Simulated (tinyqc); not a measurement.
Free and nearly free electrons in a metal: one step. The sphere against the zone faces. Two cases, with inputs chosen for the exercise.

Problem. Take G = (hkl) 2 pi/a for (111), (200) and (220), with the number of equivalent faces. The Bragg plane of G lies at |G|/2 with |G| = (2 pi/a) sqrt(h^2 + k^2 + l^2). Where kF exceeds it, the sphere cuts the plane in a circle of radius sqrt(kF^2 - G^2/4).

Case 1.

Values chosen (out of a larger set: near those of Co, whose d bands this model ignores; not measured data): a = 3.538 angstrom (fcc lattice constant).

kF = 1.748823 1/angstrom

Case 2.

Values chosen (out of a larger set: near those of Co, whose d bands this model ignores; not measured data): a = 3.529 angstrom (fcc lattice constant).

kF = 1.753283 1/angstrom

Give: Distance and circle for each G.

Solution.

Case 1.

Distance and circle for each G:
```
G      faces  |G|/2 (1/angstrom)  kF/(|G|/2)  circle radius
(111)      8              1.5380      1.1371         0.8325
(200)      6              1.7759      0.9847              -
(220)     12              2.5115      0.6963              -
```

Case 2.

Distance and circle for each G:
```
G      faces  |G|/2 (1/angstrom)  kF/(|G|/2)  circle radius
(111)      8              1.5419      1.1371         0.8346
(200)      6              1.7804      0.9847              -
(220)     12              2.5179      0.6963              -
```

The sphere crosses the (111) faces, so electrons spill into higher zones.

Computed by tinyqc, one run a case: `OMP_NUM_THREADS=1 python tinyqc.py N N+1 out.jsonl` with N = 1652770, 1680466; one thread of a shared Intel(R) Xeon(R) Processor @ 2.30GHz, about 0.01 s a run at most.
